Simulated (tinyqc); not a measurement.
Thin-body transistor below threshold, two-dimensional Poisson equation on a small mesh: effect of the body thickness.

A thin body on a thick buried insulator of low permittivity, taken as carrying no normal field at the bottom of the body (row 0). Mobile charge is neglected (subthreshold), the body is fully depleted, and potentials are counted from the intrinsic level; rows run upward to the gate, columns from source to drain.

Mesh: rows i = 0..12 in the semiconductor (step hs = tb/12, row 12 on the interface), then 8 step(s) ho = tox/8 up to the gate row 20; columns j = 0..80 (step hy = L/80). Box integration, divided by eps0: up_i = eps hy/h of the interval above row i, dn_i = that of the interval below (0 for row 0), lat_i = (sum of eps h/2 over the intervals above and below)/hy, s_i = -q Na w_i hy/eps0 with w_i the semiconductor height of the box (hs/2 for row 0 and the interface row, hs between, 0 in the insulator). Each free node obeys (up + dn + 2 lat) psi = up psi(above) + dn psi(below) + lat [psi(left) + psi(right)] + s. Fixed values: gate row Vg - Vfb; column 0 at Vbi and the last column at Vbi + Vd in the semiconductor, each running linearly to Vg - Vfb across the insulator. The system is solved directly. On row 0 the minimum of psi and its place come from a parabola through the three lowest nodes; barrier = Vbi - minimum, swing = Vt ln 10/(d psi/dVg), DIBL = (d psi/dVd)/(d psi/dVg) there. Lambda = pi/k with k the smallest positive root of tan(k tox) tan(k tb) = eox/eps_r.

Parameters, values chosen for the exercise; semiconductor permittivity close to that of silicon:
```
symbol  value   unit                                     meaning
T         250      K                                 temperature
eps_r    11.8         relative permittivity of the semiconductor
eox       3.9             relative permittivity of the insulator
tox       2.3     nm                         insulator thickness
L          29     nm                              channel length
Na          0  cm^-3       acceptor density of the depleted body
Vbi      0.59      V                     potential of the source
Vfb      0.12      V                                 gate offset
Vg          0      V                                gate voltage
Vd          1      V                               drain voltage
```

Constants: q = 1.602176634e-19 C, kB = 1.380649e-23 J/K, Vt = kB T/q, eps0 = 8.8541878128e-14 F/cm where lengths are in cm. Results are converted to the units shown.

Results:
```
tb (nm),L/Lambda,barrier (V),place y/L,swing (mV/decade),DIBL (mV/V)
1.2,2.838,0.6837,0.4506,50.94,7.887
2.1,2.191,0.6360,0.4360,53.56,23.33
2.8,1.894,0.5908,0.4257,56.31,39.36
3.6,1.657,0.5354,0.4145,60.11,61.16
4.8,1.411,0.4508,0.3979,67.12,99.98
```

Estimate the missing row, tb = 1.6 nm.

Computed row:
```
tb (nm),L/Lambda,barrier (V),place y/L,swing (mV/decade),DIBL (mV/V)
1.6,2.494,0.6645,0.4438,51.96,13.93
```

With this row back in the table: As tb goes from 1.2 to 4.8 nm, the barrier falls from 0.684 to 0.451 V, the swing rises from 50.9 to 67.1 mV a decade and DIBL rises from 7.89 to 100 mV/V; the ideal swing is 49.6. L/Lambda goes from 2.8 to 1.4. In every row the body is under 5 nm thick, where quantum confinement matters.

Numbers from tinyqc (`OMP_NUM_THREADS=1 python tinyqc.py 2480017 2480018 out.jsonl`; about 0.09 s on one thread of a shared Intel Xeon 2.30GHz).
